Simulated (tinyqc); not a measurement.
Worked calculation: kinetic Monte Carlo and master equation for a particle on a ring of sites with traps and bias. Computed by tinyqc, a small Python program that keeps every step. Command: `OMP_NUM_THREADS=1 python tinyqc.py 3025743 3025744 out.jsonl kmc walk`. One thread of a shared host (Intel(R) Xeon(R) Processor @ 2.30GHz), about 0.08 s of CPU time with the checks. Intermediate numbers are printed to about 7 digits and carried at full precision; extremes and crossings named in words are read from the listed rows.

5 sites on a ring, numbered 1 to 5. The saddle between i and i+1 lies at E0 + s b_i and site i at s eps_i; a force F tilts the landscape, with the saddle half-way.

Inputs (values chosen for the exercise, for a model defect):
```
quantity,value,unit
reference barrier E0,0.67,eV
scale factor s of the disorder,1,-
attempt frequency nu,1.6,THz
temperature T,440,K
site spacing a,3.4,angstrom
force F along the ring,0.0038,eV/angstrom
seed of the random numbers,977264,-
```

Disorder: random barriers.

site energies eps_i (eV): [0, 0, 0, 0, 0]

saddle shifts b_i between sites i and i+1 (eV): [0.025, -0.034, 0.028, -0.01, -0.046]

Constants: k_B = 8.617333262e-05 eV/K.

## Rate table

Rates: k(i to i+1) = nu exp(-(E0 + s b_i - s eps_i - F a/2)/(k_B T)), k(i to i-1) = nu exp(-(E0 + s b_(i-1) - s eps_i + F a/2)/(k_B T)). Share right = k right/(k right + k left); mean stay = 1/(k right + k left).

Rates, shares of right hops and mean stays:
```
site,k right (1/s),k left (1/s),share right,mean stay (s)
1,20775.6,96118.08,0.1777310,8.554780e-06
2,98478.8,14776.38,0.8695302,8.829617e-06
3,19195.2,70041.69,0.2151037,1.120613e-05
4,52293.3,13652.31,0.7929762,1.516402e-05
5,135142.3,37192.86,0.7841830,5.802646e-06
```

The particle stays longest on site 4, 2.6 times as long as on the quickest site.

## Twelve steps of the residence-time algorithm

Random numbers:
```
step,r1,r2
1,0.3298,0.6674
2,0.3866,0.5056
3,0.1949,0.2344
4,0.5715,0.2989
5,0.7475,0.2007
6,0.1864,0.9011
7,0.8172,0.5820
8,0.9519,0.4375
9,0.5699,0.6648
10,0.3664,0.2669
11,0.2144,0.6026
12,0.9398,0.7309
```

Start on site 1 at t = 0. Hop right if r1 is below the share right, else left; advance the clock by -ln(r2) times the mean stay.

Trajectory:
```
step,site,hop,wait (s),clock (s),net hops
1,1,left,3.459260e-06,3.459260e-06,-1
2,5,right,3.957460e-06,7.416719e-06,0
3,1,left,1.241064e-05,1.982736e-05,-1
4,5,right,7.007544e-06,2.683491e-05,0
5,1,left,1.373850e-05,4.057340e-05,-1
6,5,right,6.042820e-07,4.117769e-05,0
7,1,left,4.630572e-06,4.580826e-05,-1
8,5,left,4.796923e-06,5.060518e-05,-2
9,4,right,6.190999e-06,5.679618e-05,-1
10,5,right,7.664607e-06,6.446079e-05,0
11,1,left,4.333010e-06,6.879380e-05,-1
12,5,left,1.819006e-06,7.061280e-05,-2
```

## Steady state

Master equation dP/dt = W P, W_(i+1,i) = k right, W_(i-1,i) = k left, columns summing to zero. The steady state is its null vector; drift v = a sum P_i (k right - k left). D = a^2 lambda''(0)/2, where lambda(q) is the leading eigenvalue of W with right hops weighted by exp(q) and left hops by exp(-q). The slowest relaxation rate is minus the real part of the next eigenvalue of W. 1 angstrom = 1e-8 cm.

occupations P_i: [0.2333075, 0.1852896, 0.2304042, 0.1694547, 0.1815440]

drift velocity v = 3.585644e-04 cm/s

diffusivity D = 3.675943e-11 cm^2/s

slowest relaxation rate = 29674.21 1/s

The Boltzmann occupations exp(-s eps_i/(k_B T))/Z differ from these by at most 0.033: the current piles particles up in front of high saddles.

## Closed form at zero force

At zero force D0 = a^2 nu exp(-E0/(k_B T)) / [<exp(-s eps/(k_B T))> <exp(s b/(k_B T))>], with means over the ring; Einstein relation v = D0 F/(k_B T); 1 angstrom = 1e-8 cm.

zero-force diffusivity D0 = 3.560492e-11 cm^2/s

D0 over the value without disorder = 0.9091591

Einstein drift = 3.568355e-04 cm/s

F a/(k_B T) = 0.341; the true drift is 1.0048 times the Einstein value.

## Sampled drift against the exact one

400 independent walkers start on sites drawn with weights P_i (k right + k left), the steady shares of hops (random numbers not printed); the estimate is total displacement over total time, with its standard error from the spread between walkers.

Drift from sampling:
```
hops per walker,estimate (cm/s),standard error (cm/s),deviation in standard errors
10,4.089587e-04,4.477869e-05,1.125409
30,3.493187e-04,2.734555e-05,-0.338107
100,3.507792e-04,1.486065e-05,-0.523878
300,3.564909e-04,8.805648e-06,-0.235474
1000,3.623655e-04,4.551458e-06,0.835142
3000,3.632322e-04,2.504975e-06,1.863414
```

The exact drift is 3.586e-4 cm/s. The standard error falls by a factor 3.27 from 100 to 1000 hops (sqrt10 = 3.16), and in the last row it is 0.70 % of the drift.

Checks made by the program: closed form against the master equation at zero force (relative difference 1e-06).
